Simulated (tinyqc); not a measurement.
Born-von Karman spring model of a cubic crystal with one atom per cell: one step, computed by the program tinyqc. Command: `OMP_NUM_THREADS=1 python tinyqc.py 3015799 3015800 out.jsonl springs walk`. One thread of a shared host (Intel(R) Xeon(R) Processor @ 2.30GHz), about 0.2 s of CPU time with the checks.

First neighbours lie at a/2 (1,1,1) (8 of them), second at a (1,0,0) (6), with all permutations and signs; the volume per atom is Omega = a^3/2.

Question. Elastic constants from long waves. [ij,kl] = (1/(2 Omega)) sum_R K_ij R_k R_l; C11 = [xx,xx], C44 = [xx,yy], C12 = 2 [xy,xy] - C44; B = (C11 + 2 C12)/3; Zener ratio A = 2 C44/(C11 - C12). K(R) = kL n n^T + kT (1 - n n^T).

Inputs (values chosen for the exercise, for a model crystal):
```
quantity               value           unit
lattice constant a      3.02       angstrom
radial spring k1L       4.86  eV/angstrom^2
transverse spring k1T  -0.16  eV/angstrom^2
radial spring k2L        2.7  eV/angstrom^2
transverse spring k2T  0.099  eV/angstrom^2
```

Lattice: bcc.

Constants: 1 eV/angstrom^3 = 160.2176634 GPa.

Give: C11; C12; C44; bulk modulus B; Zener ratio A.

Answer.

C11 = 447.1 GPa

C12 = 184.0 GPa

C44 = 171.1 GPa

bulk modulus B = 271.7 GPa

Zener ratio A = 1.301

C12 - C44 = 12.94 GPa: the Cauchy relation fails because sum_R kT R^2 is not zero; a negative sum gives a positive Cauchy pressure.
